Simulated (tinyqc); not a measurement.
# Trench capacitor in an array: capacitance, non-linearity, leakage and relaxation: several studies

A film between two metal electrodes, each interface adding a series capacitance ci. The small-signal permittivity is ek (1 + aq E^2); the field is found with the linear permittivity. Leakage J = J0 sinh(E/Ef). After a voltage step the film passes a relaxation current kr C V tt^(-nr), tt being the time in seconds. The sidewall is a coaxial capacitor with radii a = dm/2 - t and b = dm/2, depth AR dm; the end face is left out.

Inputs (values chosen for the exercise); permittivity of the order of that of strontium titanate: relative permittivity of the film ek = 145; film thickness t = 7.3 nm; capacitance of each electrode interface (dead layer and screening) ci = 140 uF/cm^2; quadratic field coefficient of the permittivity aq = -0.069 cm^2/MV^2; bias V = 1.5 V; exponent of the relaxation current nr = 0.93; strength of the relaxation kr = 0.0023; leakage prefactor J0 = 3.1e-10 A/cm^2; field for an e-fold rise of the leakage Ef = 0.2 MV/cm; diameter of the hole dm = 74 nm; aspect ratio, depth over diameter AR = 70; pitch of the square array pt = 140 nm; resistivity of the inner electrode rho = 1500 uohm cm; duration of the write pulse t0 = 1e-7 s.

Constants: eps0 = 8.8541878128e-14 F/cm where lengths are in cm. Results are converted to the units shown.

Each table varies one quantity; the others keep the values above.

## Capacitance, non-linearity and leakage against thickness

Planar film: Cf = eps0 ek/t, 1/C = 1/Cf + 2/ci, EOT = 3.9 eps0/C, effective permittivity C t/eps0, E = (V/t) C/Cf; quadratic coefficient [C(V)/C - 1]/V^2 with Cf (1 + aq E^2) in C(V).

Capacitance, non-linearity and leakage against thickness:
```
t (nm),C (uF/cm^2),EOT (nm),effective permittivity,E (MV/cm),quadratic coefficient (ppm/V^2),J (A/cm^2)
7.5,13.755,0.25105,116.51,1.6070,-65944,4.7854e-7
9.8,11.035,0.31292,122.14,1.2893,-43732,9.7733e-8
13,8.6548,0.39899,127.07,1.0112,-27721,2.4326e-8
16,7.1989,0.47968,130.09,0.84109,-19562,1.0390e-8
21,5.6225,0.61416,133.35,0.65691,-12200,4.1323e-9
28,4.3033,0.80243,136.09,0.50278,-7283.4,1.9022e-9
36,3.3934,1.0176,137.97,0.39647,-4589.1,1.1039e-9
46,2.6840,1.2866,139.44,0.31358,-2900.7,7.1117e-10
60,2.0763,1.6631,140.70,0.24258,-1751.3,4.7523e-10
```

What does the table show?

C falls from 13.8 to 2.08 uF/cm^2 while the effective permittivity goes from 117 to 141 (ek = 145). EOT is a straight line in t with slope 3.9/ek = 0.0269 and intercept 0.0493 nm. The quadratic coefficient goes as t^(-1.54) between the first two rows and t^(-1.90) between the last two (-2 without interfaces), and J falls by 3.00 decades.

## Cell against the film thickness

Per length 1/c = ln(b/a)/(2 pi eps0 ek) + (1/a + 1/b)/(2 pi ci); cell capacitance c AR dm; per footprint over pt^2; fields c V/(2 pi eps0 ek r) at r = a and b; resistance of the inner electrode rho AR dm/(pi a^2); time constant R C/3 of the distributed line.

Cell against the film thickness:
```
t (nm),cell capacitance (fF),per footprint (uF/cm^2),field at a (MV/cm),field at b (MV/cm),R (kohm),R C/3 (ps)
2.4,353.1,1801,3.663,3.425,20.66,2431
3.3,287.4,1466,3.061,2.788,21.78,2086
4.4,232.8,1188,2.563,2.258,23.27,1806
6,180.7,921.7,2.092,1.753,25.74,1550
8,139.3,710.6,1.724,1.351,29.41,1365
11,101.2,516.4,1.397,0.9819,36.59,1234
15,71.26,363.6,1.163,0.6914,51.10,1214
```

As t goes from 2.4 to 15, the cell capacitance falls from 353 to 71.3 fF, the capacitance per footprint falls from 1800 to 364 uF/cm^2, the ratio of the two fields rises from 1.07 to 1.68 and R C/3 falls from 2430 to 1210 ps; the time constant goes as t^(-0.48) between the first two rows and t^(-0.05) between the last two.

## Charge lost after writing

Planar film: Cf = eps0 ek/t, 1/C = 1/Cf + 2/ci, EOT = 3.9 eps0/C, effective permittivity C t/eps0, E = (V/t) C/Cf. A capacitor written for t0 and then left open loses, as a share of C V, kr (tt^(1 - nr) - t0^(1 - nr))/(1 - nr) by relaxation and J tt/(C V) by leakage; both are taken as small, and rows far outside that range are left out.

The same in every row: leakage current (nA/cm^2) = 570.59.

Results:
```
tt (s),relaxation current (nA/cm^2),loss by relaxation (%),loss by leakage (%),total loss (%)
1e-6,1.8436e7,0.18596,2.7063e-6,0.18596
1e-5,2.1661e6,0.40444,2.7063e-5,0.40447
0.001,29900,0.96272,0.0027063,0.96543
0.01,3512.9,1.3171,0.027063,1.3441
0.1,412.73,1.7334,0.27063,2.0040
1,48.492,2.2225,2.7063,4.9288
```

Estimate the missing row, tt = 0.0001 s.

Computed row:
```
tt (s),relaxation current (nA/cm^2),loss by relaxation (%),loss by leakage (%),total loss (%)
0.0001,2.5449e5,0.66113,2.7063e-4,0.66140
```

With this row back in the table: The two currents are equal at tt = 0.0706 s. The loss by relaxation grows from 0.186 to 2.22 %, by 0.218 points over the first decade and 0.489 over the last, while the loss by leakage grows tenfold a decade. Leakage is the larger loss for tt = 1 s. For tt = 1 the falling voltage would already cut the leakage, so the linear estimate overstates the loss.

Numbers from tinyqc (`OMP_NUM_THREADS=1 python tinyqc.py 2102046 2102047 out.jsonl`; about 0.01 s on one thread of a shared Intel Xeon 2.30GHz).
